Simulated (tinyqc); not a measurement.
Square lattice in a magnetic field (Harper-Hofstadter model), step by step. Values are carried at full precision from step to step, so a last printed digit may differ when a step is redone from the rounded ones.

Constants: h/e = 413566.7697 T angstrom^2.

Parameters, chosen for this exercise: p = 5 (flux per plaquette p/q, in units of h/e); q = 6; a = 130 angstrom (period); tx = 1.3 meV (hopping along x); ty = 1.3 meV (hopping along y); k = (0.289, 0.436) (kx, ky).

## The field behind the flux

B = (p/q)(h/e)/a^2, and the field for one flux quantum a cell.

B = 20.39 T
field for one quantum = 24.47 T

## The Harper matrix

Landau gauge, lattice period 1: the magnetic cell has q sites j = 0 to q - 1 along x. H_jj = -2 ty cos(ky + 2 pi p j/q), H_(j,j+1) = -tx, and the bond from q - 1 back to 0 is H_(q-1,0) = -tx exp(i q kx). The levels depend on k only through cos(q kx) and cos(q ky), so the band edges lie at (0, 0) and (pi/q, pi/q).

Fill it in at the given k.

H(k) (meV), rows 0, 1, 2, 3, 4, 5 and columns alike:
```
[[-2.3568, -1.3000, 0, 0, 0, 0.2112+1.2827i],
 [-1.3000, -2.1293, -1.3000, 0, 0, 0],
 [0, -1.3000, 0.2275, -1.3000, 0, 0],
 [0, 0, -1.3000, 2.3568, -1.3000, 0],
 [0, 0, 0, -1.3000, 2.1293, -1.3000],
 [0.2112-1.2827i, 0, 0, 0, -1.3000, -0.2275]]
```

## Levels at that k

Diagonalise; the trace is a check.

levels (meV): [-4.0055, -2.0231, -0.3781, 0.3781, 2.0231, 4.0055]

trace = 0.0000 meV

## Band edges

Diagonalise at (0, 0) and (pi/q, pi/q).

Bands (meV):
```
band   bottom      top   width  gap above
1     -4.0242  -3.9993  0.0250     1.9291
2     -2.0702  -1.8385  0.2317     0.9986
3     -0.8399   0.0000  0.8399     0.0000
4      0.0000   0.8399  0.8399     0.9986
5      1.8385   2.0702  0.2317     1.9291
6      3.9993   4.0242  0.0250          -
```

The bands cover 2.193 meV of the zero-field width 4 (tx + ty) = 10.4 meV. For even q the two middle bands touch at E = 0.

## Hall conductance of the gaps

Gap r (r bands filled) has sigma_xy = t_r e^2/h in size and relative sign, where r = q s_r + p t_r with integers and |t_r| <= q/2; the Chern number of band r is t_r - t_(r-1), with t_0 = t_q = 0. The closed middle gap of even q has no unique t and is marked by a dash, as are the two bands that touch.

Integers:
```
r  t_r  s_r  Chern number of band r
1   -1    1                      -1
2   -2    2                      -1
3    -    -                       -
4    2   -1                       -
5    1    0                      -1
6    0    1                      -1
```

The first gap carries t = -1; a single Landau level would carry 1. Flux (q - 1)/q equals -1/q, so this is the Landau level of the reversed field.

## Checks

- Size of the Chern number of band 1 from plaquette phases against the integer equation: both 1.00.

Program tinyqc; command `OMP_NUM_THREADS=1 python tinyqc.py 1252516 1252517 out.jsonl`; about 0.02 s on one thread of a shared Intel(R) Xeon(R) Processor @ 2.30GHz.
